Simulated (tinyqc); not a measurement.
A log to judge: microkinetic model of a Langmuir-Hinshelwood surface reaction A + (1/2) B2 = AB with Bronsted-Evans-Polanyi barriers. Computed by tinyqc. Command: `OMP_NUM_THREADS=1 python tinyqc.py 3030301 3030302 out.jsonl microkin walk`. One thread of a shared host (Intel(R) Xeon(R) Processor @ 2.30GHz), about 0.01 s of CPU time with the checks.

A adsorbs in equilibrium; B2 dissociates irreversibly on two free sites; adsorbed A and B react irreversibly and AB leaves at once. theta_A + theta_B + theta_* = 1.

Inputs (values chosen for the exercise, for a model catalyst):
```
quantity                               value   unit
adsorption energy of A, E_A            -1.28     eV
adsorption energy per B atom, E_B     -0.927     eV
entropy loss of A, S_A                   1.8  meV/K
entropy loss of B2, S_B                  1.8  meV/K
slope a1 of the dissociation barrier    0.79      -
intercept b1                             1.1     eV
slope a2 of the reaction barrier        0.42      -
intercept b2                            0.34     eV
pressure p_A                          0.0018    bar
pressure p_B                           0.048    bar
temperature T                            700      K
mixing                                   0.5      -
```

Solver: damped fixed point.

Constants: k_B = 8.617333262e-05 eV/K; hbar = 6.582119569e-16 eV s.

Method:
- K_A = exp(-(E_A + T S_A)/(k_B T)) per bar; barriers E1 = max(b1 + a1 2 E_B, 0), E2 = b2 - a2 (E_A + E_B); k1 = (k_B T/h) exp(-S_B/k_B) exp(-E1/(k_B T)) per bar, k2 = (k_B T/h) exp(-E2/(k_B T)), h = 2 pi hbar.
- theta_A = K_A p_A theta_*; 2 k1 p_B theta_*^2 = k2 theta_A theta_B, so theta_B = w theta_* with w = 2 k1 p_B/(k2 K_A p_A); theta_* = 1/(1 + K_A p_A + w); rate r = k2 theta_A theta_B.
- Unknown y = theta_B, theta_* = (1 - y)/(1 + K_A p_A). Fixed point y(out) = w theta_*(y), y(new) = y + mixing (y(out) - y), kept within 0 and 1; start y = 0. Stop when the change is below 1e-10, after 80 steps at most.

Course of the iteration:
```
step  y in  y new  change
1      0.0    1.0     1.0
2      1.0    0.5     0.5
3      0.5    1.0     0.5
4      1.0    0.5     0.5
5      0.5    1.0     0.5
6      1.0    0.5     0.5
7      0.5    1.0     0.5
8      1.0    0.5     0.5
9      0.5    1.0     0.5
...    ...    ...     ...
72     1.0    0.5     0.5
73     0.5    1.0     0.5
74     1.0    0.5     0.5
75     0.5    1.0     0.5
76     1.0    0.5     0.5
77     0.5    1.0     0.5
78     1.0    0.5     0.5
79     0.5    1.0     0.5
80     1.0    0.5     0.5
```

Can the last value be used, and what does the course show?

No. Not converged within 80 steps: the residual has stopped falling and repeats with period one or two: the iteration swings between two states. The map has slope 1 - mixing (1 + w/(1 + K_A p_A)) = -20.9, and convergence needs its size below 1. Reruns converge with solver = Newton. Reruns still fail with mixing = 0.1.
